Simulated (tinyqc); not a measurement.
A and C from the efficiency peak.

Problem. ABC model of an LED: J = q da (A n + Ba n^2 + Ca n^3), IQE = Ba n^2/(A n + Ba n^2 + Ca n^3), differential lifetime 1/(A + 2 Ba n + 3 Ca n^2). The peak lies at n = sqrt(A/Ca). Given Ba, find n at the peak, A and Ca.

Parameters, values chosen for the exercise: radiative coefficient of the active layer Ba = 3.7e-10 cm^3/s; thickness of the active layer da = 50 nm.

Constants: q = 1.602176634e-19 C. Results are converted to the units shown.

peak IQE = 99.489363 %
J at the peak = 317.35381 A/cm^2

Solution. IQE J = q da Ba n^2 gives n. At the peak A n = Ca n^3, each being half of the non-radiative rate Ba n^2 (1/IQE - 1).

n at the peak = 1.032e18 cm^-3
A = 9.800e5 1/s
Ca = 9.200e-31 cm^6/s

tinyqc, about 0.01 s, one thread, Intel Xeon 2.30GHz (shared host): `OMP_NUM_THREADS=1 python tinyqc.py 2300125 2300126 out.jsonl`
